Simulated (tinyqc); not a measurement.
Schottky diode by thermionic emission with image-force lowering and series resistance: course of the iteration.

Metal on an n-type semiconductor with one parabolic valley; V > 0 is forward bias (metal positive). I = I0 [exp(Vj/(n Vt)) - 1] with Vj = V - I Rs; I0 = S A* T^2 exp(-(phi - dphi)/Vt), the lowering dphi taken at zero bias.

Fixed-point step: I = (V - Vj)/Rs, then Vj(new) = n Vt ln(1 + I/I0).

Stop when Vj changes by less than 1e-10 V, or after 50 iterations.

Inputs (values chosen for the exercise); band and dielectric values those of a made-up semiconductor:

| symbol | value | unit | meaning |
|---|---|---|---|
| T | 250 | K | temperature |
| n | 1.03 |  | ideality factor |
| Rs | 38 | ohm | series resistance |
| V | 0.42 | V | applied bias |

Constants: q = 1.602176634e-19 C, kB = 1.380649e-23 J/K, Vt = kB T/q. Results are converted to the units shown.

I0 = 1.37508e-7 A
Vj at the start = 0.28 V

Course of the iteration:
```
iteration,Vj (V),change (V)
1,0.226244,0.0538
2,0.233454,7.21e-3
3,0.232613,8.42e-4
4,0.232713,9.99e-5
5,0.232701,1.18e-5
6,0.232702,1.40e-6
7,0.232702,1.66e-7
8,0.232702,1.97e-8
9,0.232702,2.33e-9
10,0.232702,2.76e-10
11,0.232702,3.27e-11
```

Did this iteration meet its convergence test, and what does its course show?

Yes. Converged in 11 iterations. The error shrinks by n Vt/(Rs (I + I0)) = 0.12 a step near the solution.

Program tinyqc, `OMP_NUM_THREADS=1 python tinyqc.py 2640128 2640129 out.jsonl`; Intel Xeon 2.30GHz, shared host, one thread, about 0.01 s.
